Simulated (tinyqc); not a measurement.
Inside a calculation. Model: thermal, flicker and telegraph noise of a field-effect transistor. Computed by tinyqc, a small Python program that keeps every step. Command: `OMP_NUM_THREADS=1 python tinyqc.py 3005506 3005507 out.jsonl noise walk`. One thread of a shared host (Intel(R) Xeon(R) Processor @ 2.30GHz), about 0.01 s of CPU time with the checks. Intermediate numbers are printed to about 7 digits and carried at full precision; extremes and crossings named in words are read from the listed rows.

Strong inversion, threshold roll-off and channel-length modulation left out; noise sources are uncorrelated and are given as one-sided spectral densities.

Inputs (values chosen for the exercise, modelled on a silicon n-channel):
```
quantity                                   value         unit
width W                                       60   micrometre
length L                                     210           nm
electrical oxide thickness t                 4.7           nm
mobility mu                                   91   cm^2/(V s)
saturation velocity v_s                     0.96     1e7 cm/s
overdrive V_ov                              0.68            V
thermal noise factor gamma                  0.93            -
oxide trap density N_t                   1.2e+17  1/(eV cm^3)
oxide barrier phi                            1.7           eV
oxide mass m_ox                             0.24          m_0
Coulomb scattering coefficient alpha_sc    10000        V s/C
frequency f                                60000           Hz
temperature T                                300            K
```

Operating region: saturation. Flicker model: number with correlated mobility.

Constants: eps_0 = 8.8541878128e-12 F/m; hbar = 1.054571817e-34 J s; m_0 = 9.1093837015e-31 kg; e = 1.602176634e-19 C; k_B = 8.617333262e-05 eV/K; k_B = 1.380649e-23 J/K.

## Operating point

C_ox = 3.9 eps_0/t; V_c = 2 v_s L/mu; I = W C_ox v_s V_ov^2/(V_ov + V_c); g_m = W C_ox v_s V_ov (V_ov + 2 V_c)/(V_ov + V_c)^2; g_d0 = mu C_ox (W/L) V_ov.

C_ox = 0.7347092 microfarad/cm^2

drain current I = 3828.860 microampere

g_m = 10512.18 microsiemens

g_d0 = 12989.66 microsiemens

## Flicker noise

Tunnelling length lambda = hbar/(2 sqrt(2 m_ox phi)); flat-band noise S_Vfb = e^2 k_B T lambda N_t/(W L C_ox^2 f). S_I = g_m^2 S_Vfb (1 + alpha_sc mu C_ox I/g_m)^2.

tunnelling length lambda = 1.527923 angstrom

S_Vfb = 2.981569e-16 V^2/Hz

flicker S_I = 5.094898e-20 A^2/Hz

flicker S_I/I^2 = 3.475333e-15 1/Hz

## Thermal noise and corner

Thermal: S_I = 4 k_B T gamma g_d0; input-referred S_V = S_I/g_m^2; corner f_c where flicker equals thermal. Total input noise from 1 Hz to f_c: sqrt(S_V,thermal [f_c ln(f_c/1 Hz) + f_c - 1 Hz]).

thermal S_I = 2.001452e-22 A^2/Hz

input-referred thermal noise = 1.345798 nV/sqrt(Hz)

corner frequency f_c = 1.527360e+07 Hz

input noise up to f_c = 22.02854 microvolt

full shot noise 2eI over thermal S_I = 6.130059

At f the noise is flicker dominated (f_c/f = 255).

## How many traps?

Active traps per decade of time constant: N_dec = N_t k_B T W L lambda ln(10); a single trap at the interface shifts the threshold by e/(W L C_ox) and the current by g_m times that; tunnelling depth for frequency f, z = lambda ln(1/(2 pi f tau_0)), tau_0 = 1e-10 s.

traps per decade = 13.75191

threshold step of one trap = 0.001730710 mV

current step of one trap = 4.751684e-04 %

depth probed at f = 1.556323 nm

With several traps per decade their Lorentzians merge into 1/f.

## Telling the models apart

The formulas are those given above.

Against the overdrive:
```
V_ov (V)  I (microampere)  (g_m/I)^2 (1/V^2)  S_I/I^2 (1/Hz)  S_I/g_m^2 (V^2/Hz)
0.20              365.548           95.72770    3.257592e-14        3.402977e-16
0.25              565.068           60.62740    2.131407e-14        3.515584e-16
0.32              912.166           36.47565    1.341662e-14        3.678239e-16
0.40             1401.657           22.97279    8.893675e-15        3.871396e-16
0.50             2145.672           14.41867    5.946192e-15        4.123954e-16
0.63             3318.964            8.86256    3.962602e-15        4.471173e-16
0.80             5177.885            5.33067    2.643150e-15        4.958386e-16
1.00             7792.496            3.29736    1.840370e-15        5.581340e-16
```

S_I/I^2 falls as V_ov^-1.90 at first and V_ov^-1.62 at the end; (g_m/I)^2 as V_ov^-2.05 and V_ov^-2.15. The input-referred noise rises by a factor 1.64, because trapped charge also scatters, and that term grows with I/g_m.

Checks made by the program: g_m against a numerical derivative of I (relative difference below 1e-10).
